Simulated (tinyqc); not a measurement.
Reflectance across the plasma edge: free-carrier optics of a doped semiconductor (Drude model).

eps(E) = ei [1 - Ep^2/(E^2 + i E Gam)], with Ep^2 = 8 pi c (e^2/(4 pi eps0)) N/(m ei), c = hbar^2/2m0, N in 1/angstrom^3 (1e-24 per 1/cm^3); Gam = hbar/tau, tau = mu m m0/e with m0/e = 5.685630e-12 kg/C and mu in m^2/(V s). Energies in meV.

n + i k = sqrt(eps1 + i eps2) with k >= 0; R = ((n - 1)^2 + k^2)/((n + 1)^2 + k^2) at normal incidence from vacuum; alpha = 2 E k/(hbar c), times 1e8 for 1/cm; loss function Im(-1/eps) = eps2/(eps1^2 + eps2^2).

Constants: hbar^2/2m0 = 3.80998211 eV angstrom^2; e^2/(4 pi eps0) = 14.39964547 eV angstrom; hbar = 6.58211957e-16 eV s; hbar c = 1973.269805 eV angstrom.

Values chosen for the exercise (mass and dielectric values near those of Ge; N and mu are free inputs; interband absorption and the rise of the mass with filling are left out; not measured data):
- N = 1.4e+18 1/cm^3 (carrier density)
- m = 0.113 m0 (conductivity mass)
- mu = 2000 cm^2/(V s) (mobility)
- ei = 16.44 (high-frequency dielectric constant)

Spectrum:
```
E (meV)     eps1    eps2      R  alpha (1/cm)
3.2      -451.85  749.62  0.936      8.35e+03
9.7      -125.53   74.97  0.916      1.15e+04
16.1      -43.41   19.04  0.890      1.10e+04
22.6      -15.37    7.21  0.819      9.21e+03
27.4       -5.55    4.11  0.655      6.93e+03
32.2        0.37    2.56  0.192      3.43e+03
35.5        3.16    1.92  0.118      1.86e+03
40.3        6.09    1.32  0.186      1.08e+03
48.4        9.23    0.76  0.256           616
64.5       12.36    0.32  0.310           301
96.7       14.62    0.10  0.343           124
161.2      15.78    0.02  0.357          42.9
```

What can be read from this table?

Ep = 32.2 meV and Gam = 5.1 meV. R is 0.936 at the lowest energy and lowest, 0.118, at 35.5 meV of those listed; without damping it would vanish at Ep sqrt(ei/(ei - 1)) = 33.3 meV. At the highest energy R is 0.357, against 0.365 for ei alone. Between the last two rows alpha goes as E^-2.07, where the Drude limit far above Ep and Gam is E^-2.

(tinyqc, `OMP_NUM_THREADS=1 python tinyqc.py 1680943 1680944 out.jsonl`, Intel(R) Xeon(R) Processor @ 2.30GHz, 1 thread, shared host, about 0.01 s.)
